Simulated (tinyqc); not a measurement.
Temperature and isotope dependence of a band gap in oscillator models: one step. Slope and asymptote. Three cases, with inputs chosen for the exercise.

Question. dE/dT = -sum sl_i (th_i/T)^2 n_i (1 + n_i). At high T, n -> T/th - 1/2, so E -> E0 + ZP - (sum sl_i) T. Give the slope, its ratio to the limit, and the value at 0 K of the tangent drawn at T.

E(T) = E0 - sum_i sl_i th_i n_i(T), n = 1/(exp(th/T) - 1). The same coupling lowers the gap at 0 K by the zero-point term ZP = sum_i sl_i th_i/2, so the gap of the static lattice is E0 + ZP. Thermal expansion is taken as part of the slopes.

Give: dE/dT; ratio to the limiting slope; intercept of the tangent; intercept - E0.

Case 1.

Values chosen (near those of InAs; not measured data): E0 = 0.419 eV (gap at 0 K); th = (51, 217) K (temperatures of two oscillators); sl = (0.0911, 0.1849) meV/K (their high-temperature slopes); T = 77 K (temperature).

Answer.

dE/dT = -0.1870 meV/K
ratio to the limiting slope = 0.6776
intercept of the tangent = 0.4259 eV
intercept - E0 = 6.91 meV

The tangent recovers 31 % of ZP: the extrapolation works only from T well above the higher oscillator (217 K).

Case 2.

Values chosen (near those of AlN; not measured data): E0 = 6.133 eV (gap at 0 K); th = (342, 892) K (temperatures of two oscillators); sl = (0.367, 0.467) meV/K (their high-temperature slopes); T = 600 K (temperature).

Answer.

dE/dT = -0.7469 meV/K
ratio to the limiting slope = 0.8956
intercept of the tangent = 6.2961 eV
intercept - E0 = 163.07 meV

The tangent recovers 60 % of ZP: the extrapolation works only from T well above the higher oscillator (892 K).

Case 3.

Values chosen (near those of AlN; not measured data): E0 = 6.077 eV (gap at 0 K); th = (276, 1171) K (temperatures of two oscillators); sl = (0.198, 0.627) meV/K (their high-temperature slopes); T = 150 K (temperature).

Answer.

dE/dT = -0.1660 meV/K
ratio to the limiting slope = 0.2012
intercept of the tangent = 6.0913 eV
intercept - E0 = 14.29 meV

The tangent recovers 4 % of ZP: the extrapolation works only from T well above the higher oscillator (1171 K).

Computed by tinyqc, one run a case: `OMP_NUM_THREADS=1 python tinyqc.py N N+1 out.jsonl` with N = 1880076, 1880083, 1880314; one thread of a shared Intel(R) Xeon(R) Processor @ 2.30GHz, about 0.01 s a run at most.
